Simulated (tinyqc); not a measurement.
Charge control and current of a heterostructure field-effect transistor: one step, computed by the program tinyqc.

Two subbands in a triangular well; E_F is counted from the conduction band edge of the channel at the interface.

Task: Saturation current. With V = e n_s/C_g and V_c = v_s L/mu: for v = mu F/(1 + mu F/v_s), V_Dsat = V_c (sqrt(1 + 2V/V_c) - 1) and I/W = C_g v_s (V - V_Dsat); g_m = dI/dV; extrinsic g_m/(1 + g_m R_S); f_T = g_m/(2 pi C_g L).

Inputs (values chosen for the exercise, modelled on AlGaN/GaN):
```
quantity                 value        unit
mobility mu               1400  cm^2/(V s)
saturation velocity v_s    1.4    1e7 cm/s
gate length L             1600          nm
source resistance R_S        0      ohm mm
temperature T               77           K
```

Charge source: polarisation. Velocity law: smooth.

sheet density n_s = 1.177162e+13 1/cm^2

gate capacitance C_g = 0.8922015 microfarad/cm^2

Constants: e = 1.602176634e-19 C.

Give: V; V_c; V_Dsat; saturation current I/W; intrinsic g_m; extrinsic g_m; intrinsic f_T.

Result:

V = 2.114 V

V_c = 1.6 V

V_Dsat = 1.454 V

saturation current I/W = 824.8 mA/mm

intrinsic g_m = 594.6 mS/mm

extrinsic g_m = 594.6 mS/mm

intrinsic f_T = 6.629 GHz

V/V_c = 1.32: between the square law and full saturation; I is 31 % of e n_s v_s = 2640 mA/mm.
